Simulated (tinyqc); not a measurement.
Surface potential of a MOS transistor: implicit equation and explicit approximations: two steps of the calculation.

p-type body, charge-sheet picture, depletion and inversion only, full ionisation (an idealisation for deep acceptors), Boltzmann statistics (rough once Na exp(x - xn) passes about Nc/7). In units of Vt: xg = (Vg - Vfb)/Vt, x = psi/Vt, G = gamma/sqrt(Vt), xn = (2 phiF + Vc)/Vt. The implicit equation is (xg - x)^2 = G^2 [x - 1 + exp(x - xn)] for x above about 3. Cox = eps0 eox/tox.

Parameters, values chosen for the exercise; band and dielectric values close to those of silicon:

| symbol | value | unit | meaning |
|---|---|---|---|
| T | 300 | K | temperature |
| Eg | 1.11 | eV | band gap |
| eps_r | 11.7 |  | relative permittivity |
| Nc | 2.81e19 | cm^-3 | conduction-band density of states at T |
| Nv | 2.62e19 | cm^-3 | valence-band density of states at T |
| eox | 3.9 |  | relative permittivity of the gate insulator (close to silicon dioxide) |
| tox | 3.3 | nm | insulator thickness |
| Na | 3.6e16 | cm^-3 | acceptor density |
| Vfb | -0.91 | V | flat-band voltage |
| Vc | 0 | V | channel-body voltage |
| Vg | 0.18 | V | gate-body voltage |

Constants: q = 1.602176634e-19 C, kB = 1.380649e-23 J/K, Vt = kB T/q, eps0 = 8.8541878128e-14 F/cm where lengths are in cm. Results are converted to the units shown.

Question 1. Scales. ni = sqrt(Nc Nv) exp(-Eg/(2 Vt)), Eg in volts; phiF = Vt ln(Na/ni); gamma = sqrt(2 q eps0 eps_r Na)/Cox; VT = Vfb + Vt (xn + G sqrt(xn - 1)).

Find: phiF; gamma; G; xn; VT; xg.

Answer 1.

phiF = 0.38373 V
gamma = 0.10447 V^0.5
G = 0.64974
xn = 29.687
VT = -0.052573 V
xg = 42.163

Question 2. New x. D = exp(x - xn), f = (xg - x)^2 - G^2 (x - 1 + D), f' = -2 (xg - x) - G^2 (1 + D), x(new) = x - f/f'.

x after iteration 2 = 36.228926
G = 0.64974399
xn = 29.686715
xg = 42.163083

Give: D; f; f'; x after iteration 3.

Answer 2.

D = 693.8
f = -272.6
f' = -305.2
x after iteration 3 = 35.34

Program tinyqc, `OMP_NUM_THREADS=1 python tinyqc.py 2122228 2122229 out.jsonl`; Intel Xeon 2.30GHz, shared host, one thread, about 0.01 s.
